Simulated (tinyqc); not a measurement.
Raman shift of the zone-centre optical phonon of a diamond-structure crystal under stress: one step, computed by the program tinyqc. Command: `OMP_NUM_THREADS=1 python tinyqc.py 3021499 3021500 out.jsonl ramanstress walk`. One thread of a shared host (Intel(R) Xeon(R) Processor @ 2.30GHz), about 0.01 s of CPU time with the checks.

Axes x, y, z are the cube axes. Strain shifts the threefold optical mode and can split it; p, q and r are the phonon deformation potentials.

Problem. The line seen from a (001) surface. Backscattering from a (001) surface: incident polarisation (cos phi, sin phi, 0). With Raman tensors (R_z)_xy = (R_z)_yx = 1 and cyclic, only the z component u_z of a mode counts: I = u_z^2 sin^2(2 phi) for parallel and u_z^2 cos^2(2 phi) for crossed polarisers. An unresolved line sits at the intensity-weighted shift, which is M_zz/(2 omega_0).

Inputs (values chosen for the exercise, for a model crystal): stress sigma (tension positive) = 0.4 GPa; polarisation angle phi = 10 degree.

Stress state: biaxial. Axis: [110].

M/(2 omega_0) (1/cm):
```
            x           y           z
x  -0.7985420   0.4594828   0.0000000
y   0.4594828  -0.7985420   0.0000000
z   0.0000000   0.0000000  -0.4992639
```

Give: total intensity, parallel; total intensity, crossed; shift of the observed line; shift per stress; stress per shift.

Solution.

total intensity, parallel = 0.1170

total intensity, crossed = 0.8830

shift of the observed line = -0.4993 1/cm

shift per stress = -1.248 1/(cm GPa)

stress per shift = -801.2 MPa cm

The z-polarised mode is an eigenmode here, so one line is seen. Caution: this stress has components normal to the (001) face, so it cannot reach a free (001) surface; it can act on buried material.
